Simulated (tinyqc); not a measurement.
Deep-level transient spectroscopy (DLTS) of one majority-carrier trap: one step, computed by the program tinyqc.

A filling pulse loads the traps in a one-sided junction; under reverse bias they empty at the rate e, and the capacitance relaxes as C(t) = C_0 - dC exp(-e t). The signal is S = [C(t_2) - C(t_1)]/dC.

Problem. Emission rate at T. e = g sigma v N_b exp(-E/k_B T), v = sqrt(3 k_B T/m), N_b = 2 M (2 pi m k_B T/h^2)^(3/2), sigma = sigma_0 exp(-E_b/k_B T), E = E_t.

Inputs (values chosen for the exercise, with mass and screening modelled on GaSb):
```
quantity,value,unit
density-of-states mass m,0.04,m_0
valleys M,1,-
trap depth E_t,0.245,eV
cross-section sigma_0,5.6e-16,cm^2
degeneracy ratio g,2,-
temperature T,112,K
capture barrier E_b,0.13,eV
```

Carriers: electrons. Extra term: capture barrier.

Constants: k_B = 8.617333262e-05 eV/K; k_B = 1.380649e-23 J/K; m_0 = 9.1093837015e-31 kg; h = 6.62607015e-34 J s.

Give: thermal velocity v; N_b; sigma; E; emission rate e.

Solution.

thermal velocity v = 3.5681e+07 cm/s

N_b = 4.5794e+16 cm^-3

sigma = 7.9149e-22 cm^2

E = 0.245 eV

emission rate e = 2.4446e-08 1/s
